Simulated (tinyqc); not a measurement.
Quantum-well laser, gain and threshold: two steps of the calculation.

One electron and one heavy-hole subband per well, parabolic, with equal sheet densities n of electrons and holes; k-conserving transitions, TE polarisation, no line broadening, so the gain starts as a step at E0 and peaks there. All wells are pumped alike.

Inputs (values chosen for the exercise); well values close to those of gallium arsenide:
- T = 400 K (temperature)
- Nw = 6 (number of wells)
- ai = 2 1/cm (internal loss)
- Lc = 250 um (cavity length)
- A = 8e7 1/s (defect recombination coefficient)
- B = 9.4e-5 cm^2/s (radiative coefficient per well)
- C = 1.2e-17 cm^4/s (Auger coefficient per well)
- eta = 0.83 (injection efficiency)
- Wd = 5 um (stripe width)

Constants: q = 1.602176634e-19 C, kB = 1.380649e-23 J/K, Vt = kB T/q. Results are converted to the units shown.

Question 1. Threshold density by Newton steps. fe = 1 - exp(-n/Nc) and fh = 1 - exp(-n/Nv) are the fillings of the two band edges; f = g0 (fe + fh - 1) - gth; f' = g0 [(1 - fe)/Nc + (1 - fh)/Nv]; n(new) = n - f/f'.

n at the start = 4.4e11 cm^-2
Nc = 1.0324029e12 cm^-2
Nv = 4.8524378e12 cm^-2
g0(E0) = 16827.937 1/cm
gth = 320.18924 1/cm

Find: fe; fh; f; f'; n after iteration 1.

Answer 1.

fe = 0.3470
fh = 0.08669
f = -9850 1/cm
f' = 1.381e-8 cm
n after iteration 1 = 1.153e12 cm^-2

Question 2. Quasi-Fermi levels and threshold current. Fc = Vt ln(exp(n/Nc) - 1) above the electron subband edge, Fv = Vt ln(exp(n/Nv) - 1) below the hole subband edge; gain extends from E0 to E0 + Fc + Fv. Jth = q Nw (A n + B n^2 + C n^3)/eta at n = nth, Ith = Jth Wd Lc; differential efficiency of both facets eta am/(ai + am).

nth = 1.4659904e12 cm^-2
Nc = 1.0324029e12 cm^-2
Nv = 4.8524378e12 cm^-2
am = 24.895896 1/cm

Wanted: Fc; Fv; width of the gain band; Jth; Ith; differential efficiency.

Answer 2.

Fc = 0.039408 eV
Fv = -0.035920 eV
width of the gain band = 0.0034878 eV
Jth = 413.60 A/cm^2
Ith = 5.1700 mA
differential efficiency = 0.76828

The electrons are degenerate and the holes not degenerate at the band edge. Defect, radiative and Auger recombination carry 33, 57 and 11 % of the threshold current. Transparency (g = 0) needs n = 1.42e12 cm^-2.

tinyqc, about 0.01 s, one thread, Intel Xeon 2.30GHz (shared host): `OMP_NUM_THREADS=1 python tinyqc.py 2840013 2840014 out.jsonl`
